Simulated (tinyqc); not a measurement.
Double-gate transistor below threshold, two-dimensional Poisson equation on a small mesh: one step of the calculation.

Half of a symmetric double-gate structure: row 0 is the mid-plane of the body, where the normal field vanishes. Mobile charge is neglected (subthreshold), the body is fully depleted, and potentials are counted from the intrinsic level; rows run upward to the gate, columns from source to drain.

Question. Barrier, swing and barrier lowering. The barrier is read along row 0, the path farthest from the gate. Take the node j of lowest psi: barrier Vbi - psi_j; swing Vt ln 10/(d psi_j/dVg); DIBL = (d psi_j/dVd)/(d psi_j/dVg). The derivatives solve the same equations with s = 0 and a unit change of that voltage.

Values chosen for this exercise: temperature T = 293 K; potential of the source Vbi = 0.52 V.

Constants: q = 1.602176634e-19 C, kB = 1.380649e-23 J/K, Vt = kB T/q. Results are converted to the units shown.

converged psi (V):
```
             j=0        j=1        j=2        j=3        j=4        j=5        j=6        j=7
row 0  0.5200000  0.2243008  0.1000919  0.0694313  0.1020022  0.2382434  0.6262559  1.5200000
row 1  0.5200000  0.2167731  0.0959855  0.0666557  0.0974515  0.2271917  0.6040565  1.5200000
row 2  0.5200000  0.1932288  0.0838499  0.0586016  0.0842144  0.1944446  0.5345305  1.5200000
row 3  0.5200000  0.1505993  0.0643283  0.0460823  0.0635485  0.1415180  0.4083453  1.5200000
row 4  0.2700000  0.0947925  0.0451229  0.0345810  0.0444032  0.0889921  0.2424591  0.7700000
row 5  0.0200000  0.0200000  0.0200000  0.0200000  0.0200000  0.0200000  0.0200000  0.0200000
```

d psi/dVg on row 0: j=0 0.00000000, j=1 0.59472164, j=2 0.85083238, j=3 0.93428325, j=4 0.93428325, j=5 0.85083238, j=6 0.59472164, j=7 0.00000000
d psi/dVd on row 0: j=0 0.0000000, j=1 0.0016616, j=2 0.0055080, j=3 0.0165729, j=4 0.0491438, j=5 0.1436596, j=6 0.4036167, j=7 1.0000000

Wanted: j; barrier; swing; DIBL.

Answer.

j = 3
barrier = 0.4506 V
swing = 62.23 mV/decade
DIBL = 17.74 mV/V

Program tinyqc, `OMP_NUM_THREADS=1 python tinyqc.py 2480157 2480158 out.jsonl`; Intel Xeon 2.30GHz, shared host, one thread, about 0.1 s.
